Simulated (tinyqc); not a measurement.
# Schottky diode by thermionic emission with image-force lowering and series resistance: soft saturation in reverse bias

Metal on an n-type semiconductor with one parabolic valley; V > 0 is forward bias (metal positive). I = I0 [exp(Vj/(n Vt)) - 1] with Vj = V - I Rs; I0 = S A* T^2 exp(-(phi - dphi)/Vt), the lowering dphi taken at zero bias.

A* = 4 pi q me m0 kB^2/h^3 (times 1e-4 for A/(cm^2 K^2)); Nc = 2 (2 pi me m0 kB T/h^2)^1.5 (times 1e-6 for cm^-3); xi = Vt ln(Nc/Nd), Vbi = phi - xi; surface field Em = sqrt(2 q Nd (Vbi - V - Vt)/(eps0 eps_r)); dphi = sqrt(q Em/(4 pi eps0 eps_r)). Here dphi follows the bias, J = -A* T^2 exp(-(phi - dphi(V))/Vt) [1 - exp(V/Vt)], without Rs.

Values chosen for this exercise; band and dielectric values those of a made-up semiconductor:
- T = 200 K (temperature)
- me = 0.32 m0 (electron mass)
- eps_r = 10.9 (relative permittivity)
- phi = 0.31 eV (barrier height seen from the metal)
- Nd = 8.5e16 cm^-3 (donor density)

Constants: q = 1.602176634e-19 C, kB = 1.380649e-23 J/K, h = 6.62607015e-34 J s, m0 = 9.1093837015e-31 kg, Vt = kB T/q, eps0 = 8.8541878128e-14 F/cm where lengths are in cm. Results are converted to the units shown.

Soft saturation in reverse bias:
```
V (V)  Em (kV/cm)  dphi (meV)  J (A/cm^2)
-0.2        110.8       38.25     -0.2184
-0.5        144.0       43.61     -0.2981
-1          186.7       49.66     -0.4234
-2          251.1       57.60     -0.6711
-4          345.7       67.58      -1.198
-7          451.9       77.26      -2.100
-10         537.4       84.26      -3.152
-15         655.7       93.07      -5.256
```

What does the comparison show?

dphi rises from 38.3 to 93.1 meV, as the square root of the field, and |J| grows by a factor of 24.1: the reverse current does not saturate. Tunnelling and generation are left out.

Program tinyqc, `OMP_NUM_THREADS=1 python tinyqc.py 2640023 2640024 out.jsonl`; Intel Xeon 2.30GHz, shared host, one thread, about 0.01 s.
